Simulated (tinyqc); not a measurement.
Worked calculation: six-band Luttinger-Kohn model with strain. Values are carried at full precision from step to step, so a last printed digit may differ when a step is redone from the rounded ones.

Constants: hbar^2/2m0 = 3.80998211 eV angstrom^2.

Inputs chosen for the exercise (near those of Si; not measured data):
```
symbol  value                   unit        meaning
C11     166.8                   GPa
C12     64.1                    GPa
C44     78.8                    GPa
load    uniaxial [110]                      kind of stress
X       -1.31                   GPa         stress
Dso     0.045                   eV          spin-orbit splitting
g1      4.3                                 Luttinger gamma1
g2      0.34                                gamma2
g3      1.44                                gamma3
av      2.49                    eV          valence hydrostatic potential
b       -2.15                   eV          tetragonal shear potential
d       -4.76                   eV          trigonal shear potential
k       (-0.034, 0.026, 0.024)  1/angstrom  wave vector
kmax    0.12                    1/angstrom  end of the path
```

## Strain from a uniaxial [110] stress

s11 = (C11 + C12)/((C11 - C12)(C11 + 2 C12)), s12 = -C12/((C11 - C12)(C11 + 2 C12)), s44 = 1/C44; exx = s11 sxx + s12 (syy + szz) and cyclic, exy = s44 sxy/2; tension is positive. A uniaxial stress X along the unit vector n is s_ij = X n_i n_j.

s11, s12, s44 (1/TPa): [7.6213, -2.1158, 12.6904]

strain tensor, rows x, y, z and columns alike:
```
[[-0.003606, -0.004156, 0.000000],
 [-0.004156, -0.003606, 0.000000],
 [0.000000, 0.000000, 0.002772]]
```

The volume changes by -0.444 %; there is shear in the cubic axes, so d enters.

## The terms P, Q, R, S at one k

P = c g1 k^2 - av tr(e); Q = c g2 (kx^2 + ky^2 - 2 kz^2) - (b/2)(exx + eyy - 2 ezz); R = c sqrt3 [-g2 (kx^2 - ky^2) + 2i g3 kx ky] + (sqrt3/2) b (exx - eyy) - i d exy; S = 2 c sqrt3 g3 (kx - i ky) kz - d (exz - i eyz); c = hbar^2/2m0, e the strain tensor (not engineering shear).

Form the four terms.

Terms (eV):
```
term             from k  from strain
P               0.03945      0.01106
Q               0.00088     -0.01371
R     -0.00108-0.01680i    -0.01978i
S     -0.01551-0.01186i      0.00000
```

## The Hamiltonian

Six-band Luttinger-Kohn model in the basis |3/2,3/2>, |3/2,1/2>, |3/2,-1/2>, |3/2,-3/2>, |1/2,1/2>, |1/2,-1/2>, electron energies, zero at the top of the unstrained valence band. H = -[rows: (P+Q, -S, R, 0, -S/r2, r2 R); (-S*, P-Q, 0, R, -r2 Q, r32 S); (R*, 0, P-Q, S, r32 S*, r2 Q); (0, R*, S*, P+Q, -r2 R*, -S*/r2); (-S*/r2, -r2 Q, r32 S, -r2 R, P+Dso, 0); (r2 R*, r32 S*, r2 Q, -S/r2, 0, P+Dso)], r2 = sqrt(2), r32 = sqrt(3/2). Levels are twofold.

Each term is the sum of its two parts.

H(k) (eV), rows 3/2,3/2, 3/2,1/2, 3/2,-1/2, 3/2,-3/2, 1/2,1/2, 1/2,-1/2 and columns alike:
```
[[-0.0377, -0.0155-0.0119i, 0.0011+0.0366i, 0, -0.0110-0.0084i, 0.0015+0.0517i],
 [-0.0155+0.0119i, -0.0633, 0, 0.0011+0.0366i, -0.0181, 0.0190+0.0145i],
 [0.0011-0.0366i, 0, -0.0633, 0.0155+0.0119i, 0.0190-0.0145i, 0.0181],
 [0, 0.0011-0.0366i, 0.0155-0.0119i, -0.0377, -0.0015+0.0517i, -0.0110+0.0084i],
 [-0.0110+0.0084i, -0.0181, 0.0190+0.0145i, -0.0015-0.0517i, -0.0955, 0],
 [0.0015-0.0517i, 0.0190-0.0145i, 0.0181, -0.0110-0.0084i, 0, -0.0955]]
```

## Levels and their make-up

Diagonalise H. The weights add +m and -m and are averaged over each pair; m is taken along z.

levels from the top, each twofold (eV): [0.0146, -0.0666, -0.1445]

weights, rows |3/2,+-3/2>, |3/2,+-1/2>, |1/2,+-1/2>; columns top, second, third:
```
[[0.594, 0.157, 0.248],
 [0.223, 0.586, 0.191],
 [0.182, 0.257, 0.561]]
```

The top pair is 59 % |3/2,+-3/2>, the second pair is 59 % |3/2,+-1/2> and the third pair is 56 % |1/2,+-1/2>.

## Band edges at k = 0
Diagonalise H at k = 0. The weights add +m and -m (m along z) and are averaged over each pair.

edges from the top (eV): [0.0268, -0.0347, -0.0703]

weights at k = 0, rows |3/2,+-3/2>, |3/2,+-1/2>, |1/2,+-1/2>; columns top, second, third:
```
[[0.653, 0.269, 0.078],
 [0.204, 0.722, 0.073],
 [0.143, 0.009, 0.848]]
```

The stress splits the top two pairs by 61.6 meV, 2.38 times kT at 300 K (25.85 meV); the third lies 97.1 meV below the top, against Dso = 45 meV without stress.

## Hole masses at the edges

Curvature at k = 0: m/m0 = -2 c h^2/(E(h u) + E(-h u) - 2 E(0)) with h = 0.0002 1/angstrom along the unit vector u.

Hole masses (m0):
```
direction    top  second  third
[110]      0.116   0.594  0.381
[1-10]     1.564   0.148  0.182
[100]      0.217   0.237  0.246
[001]      0.273   0.224  0.209
```

Of the directions listed, the top pair is lightest along [110] (0.116) and heaviest along [1-10] (1.564). These masses hold only for hole energies well below the splitting of 62 meV.

## Bands along [100] and [001]

Six points from 0 to kmax in each direction.

Levels (eV):
```
direction  |k| (1/angstrom)      top   second    third  top, no stress  second, no stress
[100]                 0.000   0.0268  -0.0347  -0.0703          0.0000             0.0000
[100]                 0.024   0.0168  -0.0440  -0.0792         -0.0079            -0.0108
[100]                 0.048  -0.0126  -0.0718  -0.1070         -0.0318            -0.0420
[100]                 0.072  -0.0592  -0.1172  -0.1566         -0.0715            -0.0894
[100]                 0.096  -0.1207  -0.1777  -0.2328         -0.1271            -0.1500
[100]                 0.120  -0.1963  -0.2521  -0.3375         -0.1986            -0.2242
[001]                 0.000   0.0268  -0.0347  -0.0703          0.0000             0.0000
[001]                 0.024   0.0188  -0.0444  -0.0809         -0.0079            -0.0108
[001]                 0.048  -0.0053  -0.0720  -0.1141         -0.0318            -0.0420
[001]                 0.072  -0.0453  -0.1152  -0.1725         -0.0715            -0.0894
[001]                 0.096  -0.1011  -0.1730  -0.2570         -0.1271            -0.1500
[001]                 0.120  -0.1728  -0.2457  -0.3674         -0.1986            -0.2242
```

## Checks

- Levels against the same model in the basis X, Y, Z times spin: they agree to 1e-10 or better.

tinyqc: `OMP_NUM_THREADS=1 python tinyqc.py 1080728 1080729 out.jsonl`; about 0.2 s, one thread, shared Intel(R) Xeon(R) Processor @ 2.30GHz.
